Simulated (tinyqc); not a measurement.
From results back to parameters: direct gap of a germanium-like layer under biaxial tension. Four cases, with inputs chosen for the exercise.

Problem. A (001) layer under biaxial tension e_par has ezz = -2 (C12/C11) e_par, Ec = Eg + ac tr(e), E(HH) = -P - Q and E(LH) = -P + (Q - Dso + sqrt(Dso^2 + 2 Dso Q + 9 Q^2))/2 with P = -av tr(e), Q = -b (e_par - ezz). The transition from the light-hole edge is given.

Case 1.

Values chosen (near those of Ge, gaps at low temperature; not measured data): Eg = 0.902 eV (gap at Gamma to the s-like level); Dso = 0.294 eV (spin-orbit splitting); ac = -8.36 eV (conduction deformation potential); av = 1.26 eV (valence hydrostatic potential); b = -2.58 eV (tetragonal shear potential); C11 = 127.8 GPa; C12 = 47.4 GPa.

Ec - E(LH) = 0.602307 eV

Case 2.

Values chosen (near those of Ge, gaps at low temperature; not measured data): Eg = 0.911 eV (gap at Gamma to the s-like level); Dso = 0.286 eV (spin-orbit splitting); ac = -8.37 eV (conduction deformation potential); av = 1.22 eV (valence hydrostatic potential); b = -2.59 eV (tetragonal shear potential); C11 = 129.4 GPa; C12 = 47.9 GPa.

Ec - E(LH) = 0.821233 eV

Case 3.

Values chosen (near those of Ge, gaps at low temperature; not measured data): Eg = 0.891 eV (gap at Gamma to the s-like level); Dso = 0.288 eV (spin-orbit splitting); ac = -8.27 eV (conduction deformation potential); av = 1.25 eV (valence hydrostatic potential); b = -2.6 eV (tetragonal shear potential); C11 = 128.4 GPa; C12 = 48 GPa.

Ec - E(LH) = 0.727383 eV

Case 4.

Values chosen (near those of Ge, gaps at low temperature; not measured data): Eg = 0.895 eV (gap at Gamma to the s-like level); Dso = 0.294 eV (spin-orbit splitting); ac = -8.19 eV (conduction deformation potential); av = 1.22 eV (valence hydrostatic potential); b = -2.58 eV (tetragonal shear potential); C11 = 130.5 GPa; C12 = 48.5 GPa.

Ec - E(LH) = 0.637913 eV

Find: e_par; Ec - E(HH).

Solution. Ec - E(LH) falls steadily with tension, so bisection between 0 and 4 % gives the only root; then Ec - E(HH) = Eg + (ac - av) tr(e) + Q.

Case 1.

e_par = 1.640 %
Ec - E(HH) = 0.7772 eV

Case 2.

e_par = 0.520 %
Ec - E(HH) = 0.8716 eV

Case 3.

e_par = 0.930 %
Ec - E(HH) = 0.8224 eV

Case 4.

e_par = 1.440 %
Ec - E(HH) = 0.7895 eV

Computed by tinyqc, one run a case: `OMP_NUM_THREADS=1 python tinyqc.py N N+1 out.jsonl` with N = 1051146, 1051151, 1051159, 1051199; one thread of a shared Intel(R) Xeon(R) Processor @ 2.30GHz, about 0.01 s a run at most.
